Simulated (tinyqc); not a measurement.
## Off-state parameters from two currents

Question. Well above V0 the off-state current of a threshold switch is I = Ith exp((V - Vth)/V0). Find V0, Ith and the slope V0 ln 10.

Values chosen for this exercise:
```
symbol,value,unit,meaning
Vth,2.7,V,threshold voltage
```

I at 1.35 and 2.03 V (nA): 0.46827923  11.934158

Answer. ln I is linear in V.

V0 = 0.2100 V
Ith = 0.2900 uA
slope = 483.5 mV/decade

Numbers from tinyqc (`OMP_NUM_THREADS=1 python tinyqc.py 2490044 2490045 out.jsonl`; about 0.01 s on one thread of a shared Intel Xeon 2.30GHz).
